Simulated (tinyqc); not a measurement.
Worked calculation: Cabrera-Mott growth of a thin oxide under its own electric field. Computed by tinyqc, a small Python program that keeps every step. Command: `OMP_NUM_THREADS=1 python tinyqc.py 3014488 3014489 out.jsonl cabrera walk`. One thread of a shared host (Intel(R) Xeon(R) Processor @ 2.30GHz), about 0.02 s of CPU time with the checks. Intermediate numbers are printed to about 6 digits and carried at full precision; extremes and crossings named in words are read from the listed rows.

Electrons cross the film freely and set a fixed potential V across it; the field V/x lowers the barrier for ions entering the oxide.

Inputs (values chosen for the exercise, for a model metal): barrier W = 1.3 eV; Mott potential V = 1.3 V; ion charge number z = 2; half jump distance b = 1 angstrom; prefactor u0 = N Omega nu = 1.3e+13 angstrom/s; temperature T = 200 K; starting thickness x0 = 3.1 angstrom; time t = 310 s.

Backward hops: kept.

Constants: k_B = 8.617333262e-05 eV/K.

## Scales

u = u0 exp(-W/(k_B T)), X1 = z b V/(k_B T) with V in volts and k_B T in eV; dx/dt = 2 u sinh(X1/x).

u = 2.26665e-20 angstrom/s

X1 = 150.859 angstrom

## Field and rate at the start

Field E = V/x; the barrier is lowered by z b V/x.

field = 41.9355 MV/cm

barrier lowering = 0.838710 eV

rate = 30.8986 angstrom/s

## Thickness after time t

t(x) = int_(x0)^x dx / (dx/dt) by Gauss-Legendre quadrature (80 points on each side of (x0 + 2 x)/3), solved for x.

thickness x = 4.05230 angstrom

rate at time t = 3.33642e-04 angstrom/s

field at time t = 32.0806 MV/cm

X1/x = 37.2: the field term still rules. Caution: the starting field or rate is formal: the first layers form as fast as oxygen arrives.

## Limiting thickness

Growth counts as stopped when u exp(X1/x) falls to 1e-5 angstrom/s: x_L = X1/ln(1e-5/u), defined while u is below that rate; the critical temperature is T_c = W/(k_B ln(u0/1e-5)).

limiting thickness x_L = 4.47380 angstrom

critical temperature T_c = 361.694 K

T is below T_c, so the rate is below that level in any film thicker than x_L; growth goes on there, ever more slowly.

## Growth over eight decades

Closed form for thin films (leading term of the integral): x solves (x^2/(u X1)) exp(-X1/x) = t.

Thickness:
```
t (s)     x (angstrom)  1/x (1/angstrom)  closed form (angstrom)
1.00e+00       3.53342          0.283012                 3.52973
1.00e+01       3.72515          0.268445                 3.72101
1.00e+02       3.93849          0.253905                 3.93363
1.00e+03       4.17707          0.239402                 4.17131
1.00e+04       4.44556          0.224944                 4.43866
1.00e+05       4.74982          0.210534                 4.74148
1.00e+06       5.09736          0.196180                 5.08713
1.00e+07       5.49787          0.181889                 5.48516
1.00e+08       5.96413          0.167669                 5.94810
```

Per decade of time the film gains 0.19 angstrom at first and 0.47 at the end. The inverse-logarithmic law predicts -X1 d(1/x)/d ln t near 1; the rows give 0.95 at first and 0.93 at the end. The closed form misses by at most 0.27 %.

Checks made by the program: quadrature against adaptive integration (relative difference 2e-10).
